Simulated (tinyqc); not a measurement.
# Frequency dispersion of an accumulation capacitance by border traps, distributed model: what changes with what

Traps spread evenly through the insulator exchange electrons with the semiconductor by tunnelling, with tau(x) = t0 exp(2 ka x) at depth x from the interface. The admittance per area Y seen at depth x obeys dY/dx = -Y^2/(i w eps0 eox) + q Nb ln(1 + i w tau)/tau, with Y(0) = i w Cs and w = 2 pi f; the gate sees Y(tox) = G + i w C. Working variable y = Y/(i w), in uF/cm^2. Cox = eps0 eox/tox.

Inputs (values chosen for the exercise); permittivity close to that of silicon dioxide:

| symbol | value | unit | meaning |
|---|---|---|---|
| eox | 4.07 |  | relative permittivity of the insulator |
| tox | 8.7 | nm | insulator thickness |
| Cs | 6.5 | uF/cm^2 | semiconductor capacitance in accumulation |
| Nb | 4.5e19 | cm^-3 eV^-1 | density of border traps |
| ka | 4.6 | 1/nm | decay constant of the wave function in the insulator |
| t0 | 9e-9 | s | time constant of a trap at the interface |
| f | 1e6 | Hz | frequency |

Constants: q = 1.602176634e-19 C, eps0 = 8.8541878128e-14 F/cm where lengths are in cm. Results are converted to the units shown.

Each table varies one quantity; the others keep the values above.

## Capacitance and loss against frequency

Cox; trap-free value 1/(1/Cox + 1/Cs); response depth d = ln(1/(w t0))/(2 ka), where w tau = 1; lumped estimate: all traps within d act as C_bt = q Nb d placed at d/2, so C = 1/{1/[1/(1/Cs + d/(2 eps0 eox)) + C_bt] + (tox - d/2)/(eps0 eox)}. C and G from a fine integration; dispersion -d C/d log10 f over C, from f times and over 1.1. For a broad spread of time constants G/w is close to -(pi/2) dC/d ln w.

The same in every row: trap-free C (uF/cm^2) = 0.3894.

Result of one run:
```
f (Hz)	d (nm)	C (uF/cm^2)	G/w (uF/cm^2)	dispersion (% a decade)	-(pi/2) dC/d ln w (uF/cm^2)	lumped C (uF/cm^2)
1e7	0.06196	0.3901	7.360e-4	0.2772	7.378e-4	0.3896
```

What becomes of these results when the frequency f is changed from 1e7 to 10000 Hz, all else the same?

Result of the changed run:
```
f (Hz)	d (nm)	C (uF/cm^2)	G/w (uF/cm^2)	dispersion (% a decade)	-(pi/2) dC/d ln w (uF/cm^2)	lumped C (uF/cm^2)
10000	0.8128	0.3972	0.002580	0.9502	0.002575	0.3949
```

The whole series:
```
f (Hz)	d (nm)	C (uF/cm^2)	G/w (uF/cm^2)	dispersion (% a decade)	-(pi/2) dC/d ln w (uF/cm^2)	lumped C (uF/cm^2)
10	1.564	0.4133	0.004738	1.680	0.004738	0.4067
100	1.313	0.4069	0.004007	1.443	0.004006	0.4021
1000	1.063	0.4015	0.003284	1.198	0.003281	0.3982
10000	0.8128	0.3972	0.002580	0.9502	0.002575	0.3949
1e5	0.5625	0.3940	0.001912	0.7083	0.001903	0.3924
1e6	0.3122	0.3916	0.001300	0.4832	0.001291	0.3907
1e7	0.06196	0.3901	7.360e-4	0.2772	7.378e-4	0.3896
```

C falls from 0.4133 to 0.3901 uF/cm^2, towards the trap-free 0.3894; each decade of frequency removes ln 10/(2 ka) = 0.250 nm from the response depth. The dispersion falls from 1.68 to 0.277 % a decade and G/w falls from 0.00474 to 7.36e-4 uF/cm^2. G/w lies between 0.998 and 1.01 times -(pi/2) dC/d ln w, the relation for a broad spread of time constants.

## Effect of the insulator thickness

Same model as above.

The same in every row: d (nm) = 0.3122.

Effect of the insulator thickness:
```
tox (nm)	C (uF/cm^2)	G/w (uF/cm^2)	dispersion (% a decade)	-(pi/2) dC/d ln w (uF/cm^2)	lumped C (uF/cm^2)	trap-free C (uF/cm^2)
2	1.440	0.01758	1.767	0.01736	1.428	1.411
2.8	1.091	0.01009	1.342	0.009989	1.084	1.074
3.9	0.8187	0.005680	1.008	0.005629	0.8145	0.8090
5.4	0.6106	0.003160	0.7525	0.003135	0.6083	0.6052
7.5	0.4504	0.001719	0.5555	0.001707	0.4491	0.4474
10	0.3431	9.979e-4	0.4235	9.914e-4	0.3424	0.3414
14	0.2485	5.233e-4	0.3068	5.201e-4	0.2481	0.2476
20	0.1758	2.618e-4	0.2171	2.603e-4	0.1756	0.1753
```

As tox goes from 2 to 20, C falls from 1.44 to 0.176 uF/cm^2, the dispersion falls from 1.77 to 0.217 % a decade and G/w falls from 0.0176 to 2.62e-4 uF/cm^2. The lumped estimate is 0.88 % below C in the first row and 0.11 % below it in the last.

tinyqc, about 0.7 s, one thread, Intel Xeon 2.30GHz (shared host): `OMP_NUM_THREADS=1 python tinyqc.py 2202073 2202074 out.jsonl`
